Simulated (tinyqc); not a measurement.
The window of frequencies: the 3-omega method: a line heater on a substrate with a thin film. Computed by tinyqc, a small Python program. Command: `OMP_NUM_THREADS=1 python tinyqc.py 3025258 3025259 out.jsonl threeomega walk`. One thread of a shared host (Intel(R) Xeon(R) Processor @ 2.30GHz), about 0.01 s of CPU time with the checks.

A current at angular frequency omega = 2 pi f heats the line at 2 omega with the amplitude P per length; the temperature swing Delta T at 2 omega gives a voltage at 3 omega. The substrate is taken as semi-infinite and isotropic, and the heat capacity of heater and film is left out.

Inputs (values chosen for the exercise, modelled on a low-k dielectric on silica): substrate conductivity kappa = 1.32 W/(m K); substrate heat capacity C = 1.66 1e6 J/(m^3 K); heater half-width b = 11 micrometre; power amplitude per length P = 4.1 W/m; current frequency f = 610 Hz; substrate thickness d_s = 725 micrometre.

Method:
- D = kappa/C; q = sqrt(2 i omega/D); penetration depth 1/|q| = sqrt(D/(2 omega)).
- Delta T_s = (P/(pi kappa)) int_0^infinity (sin x/x)^2 / sqrt(x^2 + (q b)^2) dx with (q b)^2 = i |q b|^2, averaged over the heater width (12 Gauss-Legendre points on each of the pieces 0, 14 log-spaced edges from 1e-5 to 1, and multiples of pi to 40 pi; the tail adds 1/(4 (40 pi)^2)).
- For |q| b much below 1: Delta T_s = (P/(pi kappa)) [-ln(|q| b) + eta - i pi/4], eta = 3/2 - C_E = 0.92278, with Euler's C_E = 0.5772157.
- The slope value uses each f and 2f: kappa = P ln 2/(2 pi [Delta T(f) - Delta T(2f)]).

diffusivity D = 0.795181 mm^2/s

Bare substrate; columns: (1) f (Hz); (2) penetration depth (micrometre); (3) |q| b; (4) in-phase (K); (5) out-of-phase (K); (6) narrow-line form (K); (7) kappa from the slope (W/(m K)):
```
(1)        (2)        (3)      (4)       (5)       (6)     (7)
0.0052  3488.4  0.0031533   6.6065  -0.77650    6.6065  1.3200
0.052   1103.1  0.0099716   5.4683  -0.77642    5.4682  1.3200
0.52    348.84   0.031533   4.3301  -0.77578    4.3300  1.3205
2.6     156.01   0.070510   3.5350  -0.77352    3.5344  1.3225
10      79.548    0.13828   2.8709  -0.76711    2.8684  1.3294
52      34.884    0.31533   2.0659  -0.74099    2.0534  1.3675
210     17.359    0.63369   1.4107  -0.67779    1.3634  1.5015
1000    7.9548     1.3828  0.77654  -0.52289   0.59189  2.0993
5200    3.4884     3.1533  0.34851  -0.29855  -0.22312  4.4230
31000   1.4287     7.6992  0.14263  -0.13429   -1.1057  10.827
```

What does the comparison show, and why?

The slope gives kappa within 1 % up to |q| b = 0.14 (f = 10 Hz) among these rows. The penetration depth stays under d_s/5 = 145 micrometre from f = 10 Hz up, so that row alone meets both conditions. At high f the flow turns one-dimensional: in-phase and out-of-phase parts become equal in size (ratio 0.94 in the last row) and fall as f^(-1/2) (exponent -0.50).
